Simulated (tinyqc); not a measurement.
Changing the shift of the window centre s: equation-of-state fits to an energy-volume table made by a known binding curve. Computed by tinyqc, a small Python program. Command: `OMP_NUM_THREADS=1 python tinyqc.py 3008239 3008240 out.jsonl eosfit sweep`. One thread of a shared host (Intel(R) Xeon(R) Processor @ 2.30GHz), about 0.03 s of CPU time with the checks.

With x = (V/V_0)^(1/3), the energy per atom is E = D [m x^-n - n x^-m]/(n - m), so that B0 = D n m/(9 V_0) and B' = (n + m + 6)/3. B' = dB/dP at P = 0.

Inputs (values chosen for the exercise, for a model crystal): cohesive energy D = 5.86 eV/atom; true volume V_0 = 11.4 angstrom^3/atom; repulsive exponent n = 7; attractive exponent m = 4; half-width of the volume window w = 0.02; points N = 11; compression V/V_0 for the pressure test = 0.7.

Binding curve: Mie. Noise: none.

Constants: 1 eV/angstrom^3 = 160.2176634 GPa.

Method:
- B0 and B' from the formulas above; P = -dE/dV at V = c V_0 (c the compression chosen), from the curve itself.
- Table: V_j = V_0 [1 + s + w (2 j/(N - 1) - 1)], j = 0..N-1, rounded to 0.001; E_j from the curve, rounded to 1e-7 eV.
- Third-order Birch-Murnaghan is a cubic in u = V^(-2/3): fit it by linear least squares, find the minimum, and take B0 = V E''(V), B' = -1 - V E'''/E'' there.
- Errors are fitted minus exact, relative; the pressure at c V_0 uses P = (3 B0/2) (x^7 - x^5) [1 + (3/4)(B' - 4)(x^2 - 1)], x = (V0/V)^(1/3) with the fitted values.

One run for each value:
```
shift of the window centre s  error of B0 (%)  error of B' (%)  error of that pressure (%)
-0.018                             -0.0073599          0.17954                     -0.9328
-0.012                             -0.0017156          0.11977                     -0.9779
-0.006                              0.0016502          0.05027                     -1.0333
0.000                               0.0014864          0.00324                     -1.0731
0.006                              -0.0000867         -0.06555                     -1.1328
0.012                              -0.0021138         -0.12251                     -1.1829
0.018                              -0.0069013         -0.17230                     -1.2298
```

Over the rows, error of B0 (%) goes from -0.00736 through a maximum among these rows, 0.00165 at -0.00600, to -0.00690; error of B' (%) falls from 0.180 to -0.172; error of that pressure (%) falls from -0.933 to -1.23. Shifting the window moves the minimum away from its centre, which changes how the neglected higher-order terms enter the fitted values.

Extremes, crossings and ranges named in words are read from the listed rows.
